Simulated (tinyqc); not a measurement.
Double-gate transistor, scale length and short-channel effects: effect of the body thickness.

A body of thickness ts between two insulators of thickness ti and two tied gates. Below threshold the potential that source and drain add obeys Laplace's equation and vanishes on the gate. Its lowest mode decays along the channel as exp(-k y); k is the smallest positive root of the matching condition at the interface, and the scale length is Lambda = pi/k.

k is the smallest positive root of f(k) = ei cos(k ti) cos(k ts/2) - eps_r sin(k ti) sin(k ts/2). Along the channel psi(y) = s + a exp(y/l) + b exp(-y/l) with psi(0) = Vbi, psi(L) = Vbi + Vds and l = 1/k = Lambda/pi; with A = Vbi - s, B = A + Vds, x = exp(-L/l): a = (B - A x) x/(1 - x^2), b = (A - B x)/(1 - x^2). The minimum is s + 2 sqrt(a b), at y = (l/2) ln(b/a). The long-channel potential follows the gate as s = sT + (Vg - VTL)/m, and the threshold VT is the gate voltage at which the minimum equals sT. Swing = m Vt ln 10/g at threshold, g = d(minimum)/ds = 1 - (b x + a)/((1 + x) sqrt(a b)). DIBL = [VT(0.05 V) - VT(Vds)]/(Vds - 0.05 V). sT and Vbi are held fixed; m = 1.

Parameters, values chosen for the exercise; permittivities: semiconductor close to that of silicon, insulator close to that of hafnium oxide: temperature T = 300 K; relative permittivity of the semiconductor eps_r = 11.6; relative permittivity of the insulator ei = 21.9; insulator thickness ti = 3.1 nm; channel length L = 31 nm; potential of the source Vbi = 0.85 V; potential of the barrier top at threshold sT = 0.73 V; drain voltage Vds = 0.8 V.

Constants: q = 1.602176634e-19 C, kB = 1.380649e-23 J/K, Vt = kB T/q. Results are converted to the units shown.

Effect of the body thickness:
```
ts (nm)  Lambda (nm)  L/Lambda  VT - VTL at Vds (mV)  DIBL (mV/V)  swing (mV/decade)
4.3            8.843     3.506                -2.732        2.084              60.29
5.4            9.689     3.200                -4.454        3.404              60.76
6.7            10.76     2.880                -7.456        5.718              61.58
8.4            12.26     2.529                -13.27        10.24              63.12
10             13.73     2.258                -20.93        16.26              65.11
13             16.58     1.870                -41.41        32.66              70.16
16             19.49     1.590                -70.03        56.11              76.80
```

As ts goes from 4.3 to 16 nm, Lambda rises from 8.84 to 19.5 nm, DIBL rises from 2.08 to 56.1 mV/V and the swing rises from 60.3 to 76.8 mV a decade. On average Lambda goes as ts^(0.60).

Program tinyqc, `OMP_NUM_THREADS=1 python tinyqc.py 2420049 2420050 out.jsonl`; Intel Xeon 2.30GHz, shared host, one thread, about 0.01 s.
